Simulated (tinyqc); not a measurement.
Hopping conduction between localised states: one step, computed by the program tinyqc.

Energies are counted from the Fermi level. A small network shows the mechanism; the laws of an infinite system follow.

Question. Pair exponents. Miller-Abrahams exponent s_ij = 2 r_ij/xi + (|E_i| + |E_j| + |E_i - E_j|)/(2 k_B T); G_ij = G_0 exp(-s_ij). The diagonal is set to 0 and not used.

Inputs (values chosen for the exercise, for a model defective oxide): localisation length xi = 3.5 nm; temperature T = 180 K.

Dimension: 2D.

sites of the small network (nm, nm, meV):
```
       x     y  energy
1      0   6.3    3.06
2   2.45  4.72    11.3
3   7.38  1.49  108.63
4    9.7  6.62    7.63
5  14.72  7.23   -12.8
6  18.82  7.28  -59.87
7  21.82  5.52   33.04
8     25  4.93   -3.17
```

Constants: k_B = 8.617333262e-05 eV/K.

Give: s_ij.

Answer.

s_ij, lower triangle (symmetric):
```
        1       2       3      4      5      6      7      8
1   0.000
2   2.394   0.000
3  12.037  10.371   0.000
4   6.038   5.011  10.221  0.000
5   9.451   8.710  13.153  4.207  0.000
6  14.826  14.056  18.190  9.577  6.203  0.000
7  14.607  13.208  15.570  9.084  7.128  7.977  0.000
8  14.709  13.819  17.466  9.492  6.845  7.638  4.183  0.000
```
